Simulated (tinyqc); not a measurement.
# Sub-threshold conduction and electro-thermal threshold of an amorphous chalcogenide: two studies

Trap-limited conduction: I = I0 exp(-Ea/kB T) sinh(q V dz/(2 ua kB T)), I0 = 2 q A Nt dz/ta. One lumped temperature T = T0 + Rt I V. The threshold is the largest V for which a steady state exists on the low-current branch.

Values chosen for this exercise; values of the order of Ge-Sb-Te and related chalcogenides: ambient temperature T0 = 330 K; cross-section A = 520 nm^2; amorphous thickness ua = 34 nm; distance between traps dz = 8.4 nm; activation energy Ea = 0.26 eV; trap density Nt = 1.8e19 cm^-3; attempt time ta = 1e-15 s; thermal resistance Rt = 5.3 K/uW; drift exponent nu = 0.11.

Constants: q = 1.602176634e-19 C, kB = 1.380649e-23 J/K. Results are converted to the units shown.

Each table varies one quantity; the others keep the values above.

## Threshold against amorphous thickness

The threshold is the first local maximum over T of the V that solves Rt I(V, T) V = T - T0. Rt is held fixed.

Threshold against amorphous thickness:
```
ua (nm),Vth (V),T - T0 (K),Ith (uA),field (MV/cm)
18,0.2879,74.09,48.55,0.1600
24,0.3481,70.87,38.41,0.1450
30,0.4020,68.75,32.27,0.1340
36,0.4512,67.22,28.11,0.1253
42,0.4967,66.07,25.10,0.1183
48,0.5392,65.16,22.80,0.1123
54,0.5792,64.42,20.98,0.1073
60,0.6171,63.80,19.51,0.1028
```

Vth rises from 0.288 to 0.617 V, as ua^(0.63), and the threshold field falls from 0.160 to 0.103 MV/cm; Ith falls from 48.6 to 19.5 uA. A power of 1 would mean a fixed threshold field.

## Resistance drift

The low-field resistance drifts as R = R0 (t/1 s)^nu, R0 = 2 ua kB T0 exp(Ea/kB T0)/(q dz I0). Read as a growth of Ea, this is dEa = nu kB T0 ln(t/1 s).

Resistance drift:
```
t (s),R (Mohm),R/R0,dEa (meV)
0.001,0.03995,0.4677,-21.61
0.1,0.06631,0.7762,-7.203
1,0.08542,1.000,0
100,0.1418,1.660,14.41
10000,0.2353,2.754,28.81
1e6,0.3904,4.571,43.22
3e8,0.7312,8.560,61.06
```

What does the comparison show?

R grows by a factor of 1.29 a decade and 8.56 from 1 s to 3e8 s. A level that lies a factor of 3 below a fixed read threshold at 1 s reaches it after 21800 s.

Range of the model: Purely electronic switching mechanisms, filaments and series resistance are left out.

Numbers from tinyqc (`OMP_NUM_THREADS=1 python tinyqc.py 2490009 2490010 out.jsonl`; about 0.01 s on one thread of a shared Intel Xeon 2.30GHz).
